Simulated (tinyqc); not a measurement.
Comparisons within one model: six-band hole subbands of a thin body in a field. A value that a table varies takes the place of the one given here.

Basis X, Y, Z times spin, hole energies counted downwards from the unstrained edge (the hydrostatic shift is left out), c = hbar^2/2m0. For a symmetric tensor T let C(T) have C_XX = L Txx + M (Tyy + Tzz), C_XY = N Txy (cyclic), L = c (g1 + 4 g2), M = c (g1 - 2 g2), N = 6 c g3. k = q + kz n, n the unit normal, q = k1 u + k2 v with u along the channel [1-10] and v = n x u. H = C(k k^T) + (Dso/3)(1 - L.sigma) - B + e F z with (L_k)_ij = -i epsilon_kij; B is the block C built from the traceless strain with 2b, -b and sqrt(3) d in place of L, M, N. Strain: exx = eyy = (s11 + s12) sx/2, ezz = s12 sx, exy = -s44 sx/4. Hard walls at z = 0 and t; basis sin(j pi z/t), j = 1 to Nz: kz^2 = (j pi/t)^2, kz = -i D with D_jl = 4 j l/(t (j^2 - l^2)), z_jj = t/2 and z_jl = -8 t j l/(pi (j^2 - l^2))^2 for j + l odd; 1 MV/cm = 0.01 eV/angstrom.

Nz = 14. E1 is the top subband at q = 0, gap the distance to the next pair, and the masses are c q^2/(E(q) - E1) at |q| = 0.02 1/angstrom (mean of the spin pair) along the channel [1-10] and across it in the plane; a dash marks a band that does not rise.

Constants: hbar^2/2m0 = 3.80998211 eV angstrom^2.

Values chosen for the exercise (near those of a p-type Ge channel; the results hold for these values, not for the real material): g1 = 13.43 (Luttinger gamma1); g2 = 4.26 (gamma2); g3 = 5.67 (gamma3); Dso = 0.292 eV (spin-orbit splitting); b = -2.53 eV (tetragonal potential); d = -5.22 eV (trigonal potential); S = (9.65, -2.66, 15) 1/TPa (compliances s11, s12, s44); face = 001 (surface); t = 75 angstrom (body thickness); F = 0.2 MV/cm (field across the body); sx = 1 GPa (stress along the channel [1-10], negative in compression).

## Stress along the channel

Each row has its own sx.

Results:

| sx (GPa) | E1 (meV) | gap (meV) | m channel | m across |
|---|---|---|---|---|
| -3.0 | 3.6 | 111.0 | 0.041 | 0.369 |
| -2.0 | 43.1 | 110.3 | 0.046 | 0.265 |
| -1.0 | 77.3 | 108.6 | 0.057 | 0.167 |
| -0.5 | 90.8 | 104.1 | 0.069 | 0.126 |
| 0.0 | 100.7 | 92.5 | 0.093 | 0.093 |
| 0.5 | 106.1 | 87.8 | 0.143 | 0.072 |
| 1.0 | 107.1 | 90.2 | 0.249 | 0.060 |

What can be read from the table?

Under 2 GPa of compression the channel mass goes from 0.093 to 0.046 m0, the mass across from 0.093 to 0.265; the gap to the next subband is 110, 92 and 90 meV at -2, 0 and +1 GPa. The lightest channel mass of the table, 0.041 m0, is at -3.0 GPa.

## Surface orientation and number of bands

Three faces, six bands; and four bands, with Dso set to 1000 eV.

Results:

| case | E1 (meV) | gap (meV) | m channel | m across |
|---|---|---|---|---|
| (001) 6 bands | 107.1 | 90.2 | 0.249 | 0.060 |
| (001) 4 bands | 112.2 | 95.3 | 0.153 | 0.066 |
| (110) 6 bands | 87.0 | 66.3 | 0.089 | 0.071 |
| (110) 4 bands | 89.7 | 71.0 | 0.071 | 0.078 |
| (111) 6 bands | 75.8 | 60.4 | 0.133 | 0.055 |
| (111) 4 bands | 82.6 | 60.6 | 0.085 | 0.062 |

What can be read from the table?

With six bands the top subband is shallowest on (111) (75.8 meV) and deepest on (001). Without the stress E1 would be 100.7, 77.0 and 74.2 meV, so the stress moves it by 6.4, 10.0 and 1.6 meV. The lightest channel mass is on (110) (0.089 m0). Dropping the split-off band moves E1 by 5.1, 2.7 and 6.8 meV and the gap by 5.2, 4.6 and 0.2 meV on the three faces, with Dso = 292 meV.

## What each parameter does

Six bands. Each row changes one parameter from the base and keeps the others.

Results:

| case | E1 (meV) | gap (meV) | m channel (m0) | m across (m0) |
|---|---|---|---|---|
| base | 107.1 | 90.2 | 0.249 | 0.060 |
| t = 65 angstrom | 111.9 | 109.9 | 0.195 | 0.057 |
| F = 0.5 MV/cm | 188.9 | 103.8 | 0.213 | 0.070 |
| sx = 0.5 GPa | 106.1 | 87.8 | 0.143 | 0.072 |
| g3 = 5.27 | 107.1 | 90.2 | 0.191 | 0.057 |
| g2 = 4.9 | 96.9 | 85.7 | 0.193 | 0.060 |
| Dso = 0.438 eV | 108.7 | 92.1 | 0.213 | 0.062 |
| d = -4.18 eV | 110.2 | 84.7 | 0.210 | 0.064 |

How do the results move?

The largest shifts from the base row, up to three for each result and ties (the steps differ in size, so this ranks the rows, not the parameters). E1 (meV): F +81.7, g2 -10.2, t +4.7; unchanged at the printed digits by g3. gap (meV): t +19.8, F +13.6, d -5.4; unchanged at the printed digits by g3. m channel (m0): sx -0.106, g3 -0.059, g2 -0.057. m across (m0): sx +0.012, F +0.010, d +0.004; unchanged at the printed digits by g2.

Run: tinyqc, `OMP_NUM_THREADS=1 python tinyqc.py 1250190 1250191 out.jsonl`; Intel(R) Xeon(R) Processor @ 2.30GHz, one thread, shared host; about 0.3 s of CPU time with all checks.
